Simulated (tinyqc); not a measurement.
# Worked calculation: lossy on-chip transmission line with skin effect

Program tinyqc, `OMP_NUM_THREADS=1 python tinyqc.py 2810230 2810231 out.jsonl`; Intel Xeon 2.30GHz, shared host, one thread, about 0.01 s. Printed values are rounded.

A uniform line in a homogeneous dielectric: c = sqrt(er)/(c0 Z0), l = Z0 sqrt(er)/c0 (c0 = 299792458 m/s), g = w c td, w = 2 pi f. The resistance joins its limits as r = sqrt(r_dc^2 + r_hf^2), with r_dc = rho/(wd th), r_hf = kr rho/(2 delta (wd + th)), delta = sqrt(rho/(pi f mu0)), mu0 = 4 pi 1e-7 H/m; this is an interpolation, and internal inductance, up to 0.05 nH/mm at low frequency, is neglected.

Inputs (values chosen for the exercise):
```
symbol  value     unit                                  meaning
wd        1.3       um                       width of the strip
th        1.1       um                   thickness of the strip
rho       2.9  uohm cm                              resistivity
er        2.7                             relative permittivity
td       0.01                                      loss tangent
Z0         40      ohm             lossless impedance sqrt(l/c)
kr        1.2           factor for crowding and the return path
len      0.48       mm                                   length
Rg         50      ohm                        source resistance
RL         50      ohm                          load resistance
CL        300       fF                         load capacitance
f        0.21      GHz                                frequency
```

## Line constants

delta, r_dc, r_hf, r, l, c and g as defined.

delta = 5.914384 um
r_dc = 20.27972 ohm/mm
r_hf = 1.225825 ohm/mm
r = 20.31673 ohm/mm
l = 0.2192407 nH/mm
c = 137.0254 pF/m
g = 0.001808008 S/m

r is 1.00 times r_dc; the skin depth is 5.38 of the thickness.

## Propagation constant and impedance

gamma = sqrt((r + i w l)(g + i w c)) = alpha + i beta, Zc = sqrt((r + i w l)/(g + i w c)), roots with positive real part; loss 8.685889638 alpha in dB; phase velocity w/beta.

gamma len = 0.02052882+0.02061601i
Zc = 239.8958-234.1508i ohm
loss = 0.3714814 dB/mm
phase velocity over c0 = 0.1024743
r/(w l) = 70.23176

r exceeds w l, so the line behaves mainly as an RC line at this frequency.

## Reflection, input impedance and transfer

ZL = 1/(1/RL + i w CL); reflection (ZL - Zc)/(ZL + Zc); Zin = Zc (ZL + Zc tanh(gamma len))/(Zc + ZL tanh(gamma len)); H = V_load/V_source = [Zin/(Zin + Rg)]/[cosh(gamma len) + (Zc/ZL) sinh(gamma len)].

ZL = 49.98042-0.98921i ohm
reflection at the load = -0.7886758+0.1645955i
Zin = 59.71989-1.11195i ohm
H = 0.4554830-0.0065661i
|H| = -6.829654 dB
